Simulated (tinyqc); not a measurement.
# Gain of the pnp from the holding current

Inverse problem. On state with both base-emitter voltages at Von: npn base current Ib = (Von/Rs + bp Von/Rw)/(bn bp - 1), holding current Ih = (bn + 1) Ib + Von/Rs. Find bp.

Inputs (values chosen for the exercise): current gain of the npn bn = 14.4; substrate resistance shunting the npn Rs = 650 ohm; well resistance shunting the pnp Rw = 1200 ohm; base-emitter voltage in the on state Von = 0.74 V.

Ih = 2.1037996 mA

Solution. Ih gives Ib, and Ib (bn bp - 1) = Von/Rs + bp Von/Rw is linear in bp.

bp = 4.200

Computed by the program tinyqc: `OMP_NUM_THREADS=1 python tinyqc.py 2670124 2670125 out.jsonl`, one thread of a shared Intel Xeon 2.30GHz, about 0.07 s for the whole run.
